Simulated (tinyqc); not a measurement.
Two branches across an indirect gap: complex band structure along [001] in sp3s* tight binding.

For k = (0, 0, kz) the phase sums are g0 = cos(phi) and g3 = i sin(phi), phi = kz a/4, and the s, pz, s* orbitals of anion (a) and cation (c) decouple from px, py. With z = exp(i phi), H(z) = H0 + z T + T^T/z for any complex z. H0 is diagonal (Esa, Epa, Exa, Esc, Epc, Exc). The anion-cation block is B(z) = z U + W/z and the cation-anion block z W^T + U^T/z, where U has Vss/2 (s,s), Vsapc/2 (s,z), -Vscpa/2 (z,s), Vxx/2 (z,z), Vxapc/2 (s*,z), -Vpaxc/2 (z,s*), and W has the same values with the s-z and s*-z signs reversed. |z| = 1 is a band state, |z| < 1 decays along [001] as exp(-kappa d) over a distance d, kappa = -(4/a) ln|z|. No spin-orbit coupling.

Inputs chosen for the exercise (out of a larger set: near a published set for Si, fitted to gaps, whose masses and valley positions are rough (light masses up to twice too heavy); not measured data): p = (-4.194, 1.707, -4.194, 1.707, 6.654, 6.654, -8.238, 1.717, 4.558, 5.712, 5.712, 5.358, 5.358) eV (order Esa, Epa, Esc, Epc, Exa, Exc, Vss, Vxx, Vxy, Vsapc, Vscpa, Vxapc, Vpaxc); a = 5.428 angstrom (lattice constant); Eg = 1.176 eV (top of the energy range, the indirect gap).

Ev = -0.01000 eV

The smallest kappa with Re kz = 0 and the smallest with Re kz > 0, at energies E from Ev; a dash: no such root.

Decay constants:
```
E/Eg  E (eV)  kappa at Gamma (1/angstrom)  kappa off Gamma (1/angstrom)  its Re kz (2 pi/a)
0.05  0.0588                       0.0524                        0.4459               0.723
0.20  0.2352                       0.1029                        0.4120               0.724
0.35  0.4116                       0.1337                        0.3741               0.725
0.50  0.5880                       0.1567                        0.3306               0.726
0.65  0.7644                       0.1751                        0.2787               0.728
0.80  0.9408                       0.1903                        0.2123               0.730
0.90  1.0584                       0.1990                        0.1509               0.731
0.97  1.1407                       0.2044                        0.0828               0.731
```

How do the results move, and what explains it?

The branch from the valence band at Gamma decays more slowly below E/Eg of about 0.83, and the branch from the conduction valley above. The two differ in Re kz, so passing from one to the other needs kz from an abrupt interface, a steep field, a phonon or a defect. Valleys off the [001] axis, such as L, are not seen on these branches.

tinyqc: `OMP_NUM_THREADS=1 python tinyqc.py 1450773 1450774 out.jsonl`; about 0.01 s, one thread, shared Intel(R) Xeon(R) Processor @ 2.30GHz.
